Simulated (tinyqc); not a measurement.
Levels against anisotropy: donor in an ellipsoidal valley (Kohn-Luttinger variational method). Computed by tinyqc, a small Python program. Command: `OMP_NUM_THREADS=1 python tinyqc.py 3024262 3024263 out.jsonl kohnlutt walk`. One thread of a shared host (Intel(R) Xeon(R) Processor @ 2.30GHz), about 0.04 s of CPU time with the checks.

H = -(d^2/dx^2 + d^2/dy^2) - gamma d^2/dz^2 - 2/r in units built on m_t, with gamma = m_t/m_l and z along the valley axis. One valley; no valley-orbit or central-cell term.

Inputs (values chosen for the exercise, modelled on 3C-SiC): transverse mass m_t = 0.241 m_0; longitudinal mass m_l = 0.691 m_0; dielectric constant eps = 9.7.

Constants: Ry = 13.605693123 eV; a_0 = 0.529177210903 angstrom.

Method:
- Ry* = Ry m_t/eps^2, a* = a_0 eps/m_t, gamma = m_t/m_l.
- Trial function exp(-sqrt((x^2 + y^2)/a^2 + z^2/b^2)) with beta = b/a < 1: E = t/a^2 - u/a, t = (2 + gamma/beta^2)/3, u = 2 arcsin(sqrt(1 - beta^2))/sqrt(1 - beta^2); the best a is 2 t/u and E(beta) = -u^2/(4 t).
- The trial energy is minimised over beta by golden section from 0.05 to 0.999, 60 steps.
- Gaussian basis: g = P exp(-al (x^2 + y^2) - be z^2) with P = 1 (s-like), z (2p0) or x (2p+-); al = 0.004 x 2.6^k, k = 0..11, and be/al = 1, gamma^(-1/2) or 1/gamma (36 functions); 1/r = (2/sqrt(pi)) int exp(-t^2 r^2) dt by 48 Gauss-Legendre points after t = sqrt(al_i + al_j) tan(theta); overlap eigenvalues below 1e-10 are dropped.

gamma = 0.348770

Binding energies (Ry*):
```
gamma,"1s, trial","1s, Gaussians",2p0,2p+-
0.087,1.8900,1.8968,0.83530,0.35203
0.170,1.6408,1.6436,0.63137,0.32873
0.350,1.3713,1.3720,0.44738,0.29939
0.500,1.2411,1.2414,0.37111,0.28339
0.520,1.2270,1.2272,0.36331,0.28158
0.710,1.1168,1.1168,0.30548,0.26684
0.900,1.0354,1.0354,0.26618,0.25524
```

What does the comparison show, and why?

As gamma falls from 0.9 to 0.087, 1s deepens from 1.035 to 1.897 Ry*, on the way from the hydrogen value 1 to the two-dimensional limit 4; 2p+- moves from 0.255 to 0.352 (limits 1/4 and 4/9), while 2p0 climbs from 0.266 to 0.835 and joins 1s as gamma tends to 0. Near gamma = 1 the trial function is almost exact and can pass the Gaussian basis, whose own error is about 3e-5 Ry*.

Extremes, crossings and ranges named in words are read from the listed rows.
